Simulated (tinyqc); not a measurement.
Finite line against the semi-infinite law: electromigration in a confined line: Blech product, Korhonen stress evolution and Black's law. Computed by tinyqc, a small Python program. Command: `OMP_NUM_THREADS=1 python tinyqc.py 3030279 3030280 out.jsonl emigr walk`. One thread of a shared host (Intel(R) Xeon(R) Processor @ 2.30GHz), about 0.02 s of CPU time with the checks.

The electron wind pushes atoms from the cathode (x = 0) to the anode (x = L); blocking ends build a back stress (tension positive). The input rho is taken not to change with temperature. d sigma/dt = d/dx [kappa (d sigma/dx + G)], with zero flux at both ends and sigma = sigma_0 at t = 0.

Inputs (values chosen for the exercise, close to those used for cobalt lines): resistivity rho = 10.2 micro-ohm cm; atomic volume Omega = 11.1 angstrom^3; effective charge number Z* = 2.3; prefactor D0 = 1e-06 m^2/s; activation energy E = 1.25 eV; effective modulus B = 52 GPa; critical stress sigma_c = 360 MPa; initial stress sigma_0 = 150 MPa; current density j = 1.8 MA/cm^2; line length L = 49 um; test temperature T = 290 C.

Start: thermal stress.

Constants: e = 1.602176634e-19 C; k_B = 8.617333262e-05 eV/K; k_B = 1.380649e-23 J/K.

Method:
- G = Z* e rho j/Omega; D = D0 exp(-E/(k_B T)); kappa = D B Omega/(k_B T); drift velocity of an unconfined line v = D Z* e rho j/(k_B T). SI: 1 micro-ohm cm = 1e-8 ohm m, 1 MA/cm^2 = 1e10 A/m^2.
- Temperatures in kelvin are T(C) + 273.15.
- At steady state sigma(x) = sigma_0 + G (L/2 - x). A void forms only if the cathode stress reaches sigma_c, that is if j L exceeds (j L)_c = 2 Omega (sigma_c - sigma_0)/(Z* e rho). Time scale tau = L^2/kappa.
- sigma(x, t) = sigma_0 + G L [1/2 - x/L - 4 sum_(m odd) cos(m pi x/L) exp(-m^2 pi^2 s)/(m pi)^2], s = t/tau, summed to m = 399.
- Semi-infinite line: sigma(0, t) = sigma_0 + 2 G L sqrt(s/pi). One-term form: keep m = 1 alone.

tau = 1380.55 h

stress gradient G = 60.9520 MPa/um

Cathode stress (MPa):
```
s           t (h)  full series  semi-infinite  one term
0.002  2.7611e+00        300.7          300.7     456.5
0.005  6.9027e+00        388.3          388.3     491.2
0.01   1.3805e+01        487.0          487.0     546.6
0.02   2.7611e+01        626.6          626.6     649.7
0.05   6.9027e+01        902.8          903.6     904.4
0.1    1.3805e+02       1192.2         1215.7    1192.2
0.2    2.7611e+02       1475.2         1657.1    1475.2
0.4    5.5222e+02       1620.0         2281.4    1620.0
0.8    1.1044e+03       1642.9         3164.3    1642.9
```

What follows from these numbers?

Among these rows the semi-infinite law holds to 1 % up to s = 0.05 and the one-term form from s = 0.05 on: the far end is felt once sqrt(kappa t) is no longer small against L, and by then the terms with m > 1 have nearly died out. The critical stress 360 MPa is passed between s = 0.002 and 0.005. Caution: rows beyond sigma_c are formal, since a void ends the model there.
